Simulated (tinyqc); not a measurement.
Worked calculation: coherent transport through a tight-binding region between two chains. Computed by tinyqc, a small Python program that keeps every step. Settings: temperature = 4, mu = 0.34. Command: `OMP_NUM_THREADS=1 python tinyqc.py 23749 23750 out.jsonl` (the two numbers bound the seeds that draw the settings). One thread of a shared host (Intel(R) Xeon(R) Processor @ 2.60GHz), about 0.08 s of CPU time with the checks.

## Transmission at E = 0.91 eV

H of the central region (eV):
```
           1          2          3          4
1   0.000000  -1.290000   0.000000  -1.290000
2  -1.290000   0.570000  -1.290000   0.000000
3   0.000000  -1.290000   0.570000  -1.290000
4  -1.290000   0.000000  -1.290000   0.000000
```

Leads: semi-infinite chains with site energy 0:

| parameter | value |
|---|---|
| lead hopping t (eV) | 1.160000 |
| coupling to the left lead (eV) | 0.410000 |
| coupling to the right lead (eV) | 0.600000 |
| left contact site | 1 |
| right contact site | 2 |

E = 0.910000 eV

Surface Green function g = (E - i sqrt(4 t^2 - E^2)) / (2 t^2); self-energy tc^2 g on each contact site; G = (E - H - Sigma)^(-1); Gamma = -2 Im Sigma; T = Gamma_L Gamma_R |G_LR|^2; local density of states -Im G_ii / pi.

g = 0.338139-0.792985i 1/eV

G (1/eV):
```
                     1                    2                    3                    4
1   0.815358-0.098878i   0.167489-0.057589i  -0.856441+0.071557i   0.058240+0.038729i
2   0.167489-0.057589i   0.748494-0.172624i   0.442857-0.078843i  -0.865216+0.193404i
3  -0.856441+0.071557i   0.442857-0.078843i   0.764062-0.156220i   0.130956+0.120017i
4   0.058240+0.038729i  -0.865216+0.193404i   0.130956+0.120017i   0.830701-0.225036i
```

local density of states (1/eV): 0.031474  0.054948  0.049726  0.071631

transmission = 0.004775

## Transmission across the band

The same steps on a grid of energies.

T(E):

| E (eV) | T |
|---|---|
| -2.20400000 | 0.026078 |
| -1.98360000 | 0.021156 |
| -1.76320000 | 0.016481 |
| -1.54280000 | 0.013454 |
| -1.32240000 | 0.011358 |
| -1.10200000 | 0.009772 |
| -0.88160000 | 0.008436 |
| -0.66120000 | 0.007130 |
| -0.44080000 | 0.005555 |
| -0.22040000 | 0.003137 |
| 0.00000000 | 0 |
| 0.22040000 | 0.122297 |
| 0.44080000 | 0.020561 |
| 0.66120000 | 0.001313 |
| 0.88160000 | 0.004531 |
| 1.10200000 | 0.005831 |
| 1.32240000 | 0.006324 |
| 1.54280000 | 0.006406 |
| 1.76320000 | 0.006102 |
| 1.98360000 | 0.005150 |
| 2.20400000 | 0.002691 |

levels of the isolated region (eV): -2.326107  0.253893  0.316107  2.896107

## Current

I = (2e/h) int T(E) [f(E - mu - V/2) - f(E - mu + V/2)] dE at 4 K with mu = 0.34 eV, the bias not changing H; 2e^2/h = 77.48092 microsiemens; the integral runs over the band on 4001 points.

Current:

| V (volt) | I (microampere) |
|---|---|
| 0.010000 | 0.142491 |
| 0.050000 | 0.712162 |
| 0.100000 | 1.406922 |
| 0.200000 | 2.484615 |
| 0.400000 | 3.115998 |
| 0.800000 | 3.180986 |
